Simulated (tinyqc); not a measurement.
KAI against NLS in time: switching kinetics of a ferroelectric film and the memory window of a ferroelectric gate stack. Computed by tinyqc, a small Python program. Command: `OMP_NUM_THREADS=1 python tinyqc.py 3018981 3018982 out.jsonl feswitch walk`. One thread of a shared host (Intel(R) Xeon(R) Processor @ 2.30GHz), about 0.02 s of CPU time with the checks.

Fields in MV/cm; 1 microcoulomb/cm^2 over eps_0 is 11.29409 MV/cm. In the stack (metal, ferroelectric, interlayer, channel) the channel is taken as a conductor.

Inputs (values chosen for the exercise, for a model film): dimension n = 2; half width w of log10 t = 0.32.

Method. KAI: 1 - exp[-(t/t1)^n]. NLS: the same kernel averaged over the Lorentzian F = (1/pi) w/[(z - log10 t1)^2 + w^2] in z = log10 tau.

Switched share:
```
log10(t/t1)     KAI      NLS
-3.0         0.0000  0.03567
-2.0         0.0001  0.05543
-1.0         0.0100  0.12696
-0.5         0.0952  0.26454
-0.2         0.3284  0.43407
0.0          0.6321  0.57653
0.2          0.9189  0.70768
0.5          1.0000  0.83073
1.0          1.0000  0.90748
2.0          1.0000  0.95171
3.0          1.0000  0.96729
```

KAI goes from 10 to 90 % within 0.67 decades of time; a Lorentzian of this width needs about 2 w tan(0.4 pi) = 2.0 decades. Three decades after t1, 3.3 % of the NLS film has not switched, and three decades before it 3.6 % already has: the tails set write margins and disturb errors.
